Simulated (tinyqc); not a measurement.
Energy and delay of logic against supply voltage: two steps of the calculation.

One expression serves below and above threshold: I(Vg) = Ik [ln(1 + exp((Vg - VT + dd V)/(al nf Vt)))]^al, with I_on = I(V) and I_off = I(0). Gate delay td = kd C V/I_on, clock period LD td. Per gate and cycle the switching energy is act C V^2 and the leakage energy I_off V LD td. No short-circuit current, no variation. Minima are sought above 0.09 V; below a few Vt gates no longer switch and the model has no meaning.

Parameters, values chosen for the exercise; values of the order met in logic technologies:
```
symbol,value,unit,meaning
T,300,K,temperature
VT,0.22,V,threshold voltage at zero drain bias
nf,1.28,,slope factor
dd,0.07,,barrier lowering per volt of supply
Ik,1.1,uA,specific current of a gate
al,1.53,,exponent of the current law
C,3.8,fF,load capacitance of a gate
kd,1.2,,delay factor
LD,12,,logic depth
act,0.01,,activity factor
V,1.07,V,supply voltage
```

Constants: q = 1.602176634e-19 C, kB = 1.380649e-23 J/K, Vt = kB T/q. Results are converted to the units shown.

Task 1. Currents, delay and energies. I_on, I_off, td, clock frequency 1/(LD td), both energies and their sum.

Wanted: I_on; I_off; td; clock frequency; switching energy; leakage energy; energy.

Result 1.

I_on = 93.711 uA
I_off = 13.139 nA
td = 52.066 ps
clock frequency = 1.6005 GHz
switching energy = 43.506 aJ
leakage energy = 8.7838 aJ
energy = 52.290 aJ

I_on/I_off = 7130; leakage makes up 16.8 % of the energy.

Task 2. New V. Minimum-energy supply: E(V) is the energy per gate and cycle; with h = 0.001 V, E' = (E(V + h) - E(V - h))/(2 h), E'' = (E(V - h) - 2 E(V) + E(V + h))/h^2, V(new) = V - E'/E''.

V after iteration 2 = 0.27774397 V

Wanted: E'; E''; V after iteration 3.

Result 2.

E' = -4.795 aJ/V
E'' = 536.0 aJ/V^2
V after iteration 3 = 0.2867 V

Program tinyqc, `OMP_NUM_THREADS=1 python tinyqc.py 2082103 2082104 out.jsonl`; Intel Xeon 2.30GHz, shared host, one thread, about 0.01 s.
